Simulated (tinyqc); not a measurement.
MOSFET in the linear regime without short-channel effects, parameter extraction from computed curves: extraction methods against the first mobility attenuation factor.

Inversion charge Q = Cox n Vt W0(exp((Vg - VT)/(n Vt))), W0 the Lambert function and n = nf; u = Q/Cox; mobility mu = mu0/(1 + th1 u + th2 u^2); channel resistance Rch = (L - dL)/(W mu Q); Id = Vd/(Rch + Rsd/W). Cox = eps0 eox/tox. Small Vd, no channel-length or drain effects.

From the continuous curve Id(Vg): tangent at peak gm (V_ext = Vg - Id/gm); constant current Id = 0.1 uA W/L; peak of d2Id/dVg2; Y = Id/sqrt(gm) drawn through Vg = VT + 0.6 and VT + 0.8 V, with intercept VT_Y and slope s. Mobilities gm,max L/(W Cox Vd) and s^2 L/(W Cox Vd) with the drawn L. Last column: share of Rsd/W in the total resistance at VT + 0.8 V.

Parameters, values chosen for the exercise; channel values of the order met in silicon transistors:
- T = 77 K (temperature)
- eox = 9.12 (relative permittivity of the gate insulator (close to aluminium oxide))
- tox = 3 nm (insulator thickness)
- mu0 = 430 cm^2/(V s) (low-field mobility)
- th2 = 0.07 1/V^2 (second mobility attenuation factor)
- VT = 0.6 V (threshold voltage)
- nf = 1.16 (body factor)
- W = 1 um (gate width)
- L = 0.83 um (drawn gate length)
- dL = 0.005 um (drawn less effective length)
- Rsd = 120 ohm um (source plus drain resistance)
- Vd = 0.05 V (drain voltage)

Constants: q = 1.602176634e-19 C, kB = 1.380649e-23 J/K, Vt = kB T/q, eps0 = 8.8541878128e-14 F/cm where lengths are in cm. Results are converted to the units shown.

Extraction methods against the first mobility attenuation factor:
```
th1 (1/V)	V_ext (V)	constant current (V)	second derivative (V)	VT_Y (V)	mobility from gm (cm^2/(V s))	mobility from Y (cm^2/(V s))	series share (%)
0	0.611	0.590	0.599	0.643	390	465	11.0
0.2	0.608	0.590	0.599	0.643	373	465	9.73
0.4	0.606	0.590	0.599	0.643	361	465	8.72
0.6	0.605	0.590	0.598	0.643	351	465	7.90
0.8	0.604	0.590	0.598	0.643	342	465	7.23
1	0.603	0.590	0.598	0.643	335	465	6.65
1.2	0.603	0.590	0.598	0.643	328	465	6.17
```

What does the table show?

The model has VT = 0.6 V and mu0 = 430 cm^2/(V s). Over the table the extracted thresholds move by 8.0 mV (tangent), under 0.5 mV (constant current), 0.50 mV (second derivative), under 0.5 mV (Y function). The mobility from gm falls from 390 to 328 and that from Y stays near 465 cm^2/(V s).

Numbers from tinyqc (`OMP_NUM_THREADS=1 python tinyqc.py 2210123 2210124 out.jsonl`; about 0.01 s on one thread of a shared Intel Xeon 2.30GHz).
